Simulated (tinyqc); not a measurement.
Capacitance of parallel on-chip lines from Laplace's equation on a mesh: one step of the calculation.

Cross-section of an endless row of equal lines between two grounded planes; neighbours are driven in antiphase (+1 V and -1 V), so the plane midway between two lines is at 0 V. By symmetry one quarter is solved: x runs from the centre of a line (column 0, mirror) to that midplane (column 3, 0 V), y from the mid-height of the line (row 0, mirror) to the ground plane (row 3, 0 V). The line fills columns 0 to 1 and rows 0 to 1 at 1 V. Cells beside the line (below row 1) have e2, cells above have e1. Each link between nodes has the conductance g = mean permittivity of the two cells beside it (a cell beyond a mirror counts as 0), and the free nodes obey sum g (V_neighbour - V) = 0.

Question. Link conductances. gx[j, i] joins node (row j, column i) to column i + 1, gy[j, i] to row j + 1.

Inputs (values chosen for the exercise):

| symbol | value | unit | meaning |
|---|---|---|---|
| e1 | 3.9 |  | relative permittivity above and below the lines |
| e2 | 2.4 |  | relative permittivity between the lines |

Give: gx; gy.

Answer.

gx:
```
	col 0	col 1	col 2
row 0	1.2000	1.2000	1.2000
row 1	3.1500	3.1500	3.1500
row 2	3.9000	3.9000	3.9000
row 3	1.9500	1.9500	1.9500
```

gy:
```
	col 0	col 1	col 2	col 3
row 0	1.2000	2.4000	2.4000	1.2000
row 1	1.9500	3.9000	3.9000	1.9500
row 2	1.9500	3.9000	3.9000	1.9500
```

Computed by the program tinyqc: `OMP_NUM_THREADS=1 python tinyqc.py 2790177 2790178 out.jsonl`, one thread of a shared Intel Xeon 2.30GHz, about 0.7 s for the whole run.
